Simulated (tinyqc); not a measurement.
Inside a calculation. Method: FCI on RHF in the sto-3g basis, for H4, spin multiplicity 1. One step of it, computed by the program tinyqc.

Question. Iteration 2 (converged): orbitals. Diagonalise F' = X^T F X, C = X C', fill 2 alpha and 2 beta electrons from the bottom; D = 2 C_occ C_occ^T. Each column has its largest component positive (the first on a tie).

converged F (hartree), lower triangle:
```
           1H 1s      2H 1s      3H 1s      4H 1s
1H 1s  -0.382784
2H 1s  -0.608151  -0.382784
3H 1s  -0.286782  -0.269410  -0.382784
4H 1s  -0.269410  -0.286782  -0.608151  -0.382784
```

X, lower triangle:
```
           1H 1s      2H 1s      3H 1s     4H 1s
1H 1s   1.262359
2H 1s  -0.442537   1.262359
3H 1s  -0.173460   0.025468   1.262359
4H 1s   0.025468  -0.173460  -0.442537  1.262359
```

Give: F' = X^T F X; orbital energies; coefficients C; D after iteration 2.

Answer.

F' = X^T F X (hartree), lower triangle:
```
        1       2       3      4
1   0.062
2  -0.614   0.062
3  -0.175   0.029   0.062
4   0.029  -0.175  -0.614  0.062
```

orbital energies (hartree): MO1 -0.698, MO2 -0.407, MO3 0.472, MO4 0.880

coefficients C:
```
         MO1     MO2     MO3     MO4
1H 1s  0.336   0.484   0.753   0.952
2H 1s  0.336   0.484  -0.753  -0.952
3H 1s  0.336  -0.484   0.753  -0.952
4H 1s  0.336  -0.484  -0.753   0.952
```

D after iteration 2, lower triangle:
```
        1H 1s   2H 1s  3H 1s  4H 1s
1H 1s   0.694
2H 1s   0.694   0.694
3H 1s  -0.243  -0.243  0.694
4H 1s  -0.243  -0.243  0.694  0.694
```
